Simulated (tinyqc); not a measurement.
# Hexagonal on-chip spiral inductor, lumped pi model: effects of single changes

Outer diameter do = di + 2 n wd + 2 (n - 1) sp, mean da = (do + di)/2, fill p = (do - di)/(do + di), length l = 3.464 n da. L = 2.33 mu0 n^2 da/(1 + 3.82 p), mu0 = 4 pi 1e-7 H/m. Rs = rho l/(wd delta (1 - exp(-th/delta))), delta = sqrt(rho/(pi f mu0)). Cs = n wd^2 eps0 eo/hu across the coil. At each end Cox = l wd eps0 eo/(2 ho) leads to the substrate branch Rsi = 2 rs he/(l wd) in parallel with Csi = l wd eps0 11.7/(2 he). With one end grounded Y = 1/(Rs + i w L) + i w Cs + 1/[1/(i w Cox) + 1/(1/Rsi + i w Csi)], w = 2 pi f; Q = -Im Y/Re Y. Eddy currents in neighbouring turns and in the substrate are left out.

Inputs (values chosen for the exercise); values of the order met in silicon radio-frequency processes: number of turns n = 5.5; line width wd = 10 um; space between turns sp = 2 um; inner diameter di = 100 um; metal thickness th = 3.4 um; metal resistivity rho = 1.9 uohm cm; oxide below the coil ho = 6.4 um; oxide between coil and underpass hu = 1.1 um; relative permittivity of the oxide eo = 4.1; substrate resistivity rs = 100 ohm cm; effective spreading depth in the substrate he = 80 um; frequency f = 1.4 GHz.

Constants: eps0 = 8.8541878128e-12 F/m. Results are converted to the units shown.

Each table varies one quantity; the others keep the values above.

## Quality factor against frequency

Apparent inductance Im(1/Y)/w; share of the loss Re(substrate branch)/Re Y.

Result of one run:
```
f (GHz)  Rs (ohm)  w L/Rs       Q  apparent inductance (nH)  loss in the substrate (%)
0.3        2.5908  4.2431  4.2226                    5.8377                    0.33325
```

What becomes of these results when the frequency f is changed from 0.3 to 0.19 GHz, all else the same?

Result of the changed run:
```
f (GHz)  Rs (ohm)  w L/Rs       Q  apparent inductance (nH)  loss in the substrate (%)
0.19       2.4017  2.8988  2.8939                    5.8344                   0.089624
```

The whole series:
```
f (GHz)  Rs (ohm)  w L/Rs       Q  apparent inductance (nH)  loss in the substrate (%)
0.19       2.4017  2.8988  2.8939                    5.8344                   0.089624
0.3        2.5908  4.2431  4.2226                    5.8377                    0.33325
0.5        2.8742  6.3745  6.2815                    5.8457                     1.1545
0.81       3.2381  9.1660  8.8266                    5.8647                     3.0721
1.3        3.7211  12.801  11.723                    5.9129                     7.0423
2.2        4.4616  18.068  14.625                    6.0653                     15.681
3.6        5.4208  24.335  15.410                    6.4984                     29.259
5.8        6.6769  31.830  12.401                    7.9425                     46.649
9.5        8.4116  41.384  4.0292                    19.712                     65.085
```

Q goes from 2.89 through a maximum of 15.4 (at f = 3.6 GHz among the rows listed) to 4.03; the exact peak is 15.5 at 3.22 GHz and Q reaches zero at the self-resonance, 11.2 GHz. The share of the substrate rises from 0.0896 to 65.1 %, and the apparent inductance ends at 3.38 times L. At the peak the substrate takes 25.7 % of the loss. For f = 9.5 the coil is longer than 0.15 of a wavelength in the oxide, where one lumped section is rough.

## Effect of the oxide below the coil

Same model as above.

Peak Q and its frequency from a search over f; self-resonance where Im Y = 0; Q at the given f (negative beyond resonance).

The same in every row: L (nH) = 5.832; do (um) = 228.0.

Result of one run:
```
ho (um)  peak Q  f of the peak (GHz)  self-resonance (GHz)  Q at f
10        16.39                3.452                 11.45   12.40
```

What becomes of these results when the oxide below the coil ho is changed from 10 to 3 um, all else the same?

Result of the changed run:
```
ho (um)  peak Q  f of the peak (GHz)  self-resonance (GHz)  Q at f
3         14.60                2.973                 10.91   11.92
```

The whole series:
```
ho (um)  peak Q  f of the peak (GHz)  self-resonance (GHz)  Q at f
1         14.03                2.822                 10.73   11.74
2         14.31                2.898                 10.82   11.84
3         14.60                2.973                 10.91   11.92
5         15.14                3.118                 11.08   12.08
7         15.66                3.256                 11.24   12.22
10        16.39                3.452                 11.45   12.40
15        17.48                3.750                 11.76   12.62
```

As ho goes from 1 to 15, L stays at 5.83 nH, the peak Q rises from 14.0 to 17.5, its frequency rises from 2.82 to 3.75 GHz and the self-resonance rises from 10.7 to 11.8 GHz.

Program tinyqc, `OMP_NUM_THREADS=1 python tinyqc.py 2302148 2302149 out.jsonl`; Intel Xeon 2.30GHz, shared host, one thread, about 0.01 s.
